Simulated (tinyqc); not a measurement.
Surface Green function of a dimerised chain, Sancho-Rubio decimation: two steps of the calculation.

A semi-infinite lead of cells 0, 1, 2, ... with H0 inside a cell and H1 = <cell i|H|cell i + 1>. Cell A, B with A at the surface; -t1 joins A and B, -t2 joins B to the next A. z = E + i eta.

Parameters, values chosen for the exercise:
```
symbol,value,unit,meaning
E,0.77,eV,energy
eta,0.02,eV,broadening
```

Problem 1. Decimation. Start with e_s = e = H0, a = H1, b = H1^dagger. Each round: g = (z - e)^(-1); e_s <- e_s + a g b; e <- e + a g b + b g a; a <- a g a; b <- b g b (all with the old a, b). Round k joins cells 2^k apart.

H0 (eV):
```
       A      B
A      0  -0.57
B  -0.57      0
```

H1 (eV):
```
    A  B
A   0  0
B  -1  0
```

Give: g; e_s after round 1; e after round 1; a after round 1; b after round 1.

Solution 1.

g (1/eV):
```
               A              B
A   2.848-0.253i  -2.102+0.242i
B  -2.102+0.242i   2.848-0.253i
```

e_s after round 1 (eV):
```
               A              B
A   0.000+0.000i  -0.570+0.000i
B  -0.570+0.000i   2.848-0.253i
```

e after round 1 (eV):
```
               A              B
A   2.848-0.253i  -0.570+0.000i
B  -0.570+0.000i   2.848-0.253i
```

a after round 1 (eV):
```
               A             B
A   0.000+0.000i  0.000+0.000i
B  -2.102+0.242i  0.000+0.000i
```

b after round 1 (eV):
```
              A              B
A  0.000+0.000i  -2.102+0.242i
B  0.000+0.000i   0.000+0.000i
```

Problem 2. Self-energy, Dyson check and densities of states. Sigma = H1 g_s H1^dagger is what the lead adds to one more cell, and (z - H0 - Sigma)^(-1) must give g_s back. Densities of states: -Im of the diagonals over pi.

H0 (eV):
```
       A      B
A      0  -0.57
B  -0.57      0
```

H1 (eV):
```
    A  B
A   0  0
B  -1  0
```

converged surface Green function g_s (1/eV):
```
                      A                      B
A  0.8250792-0.5693078i   0.6198296+0.7401148i
B  0.6198296+0.7401148i  -0.8113447-1.0215526i
```

converged bulk Green function (1/eV):
```
                         A                        B
A  -0.00309745-0.88038071i   0.84388450-0.08186900i
B   0.84388450-0.08186900i  -0.00309745-0.88038071i
```

Wanted: Sigma; (z - H0 - Sigma)^(-1); surface density of states; bulk density of states.

Solution 2.

Sigma (eV):
```
                  A                 B
A  0.00000+0.00000i  0.00000+0.00000i
B  0.00000+0.00000i  0.82508-0.56931i
```

(z - H0 - Sigma)^(-1) (1/eV):
```
                A                B
A  0.8251-0.5693i   0.6198+0.7401i
B  0.6198+0.7401i  -0.8113-1.0216i
```

```
orbital  surface density of states (1/eV)  bulk density of states (1/eV)
A                                 0.18122                        0.28023
B                                 0.32517                        0.28023
```

tinyqc, about 0.03 s, one thread, Intel Xeon 2.30GHz (shared host): `OMP_NUM_THREADS=1 python tinyqc.py 2680009 2680010 out.jsonl`
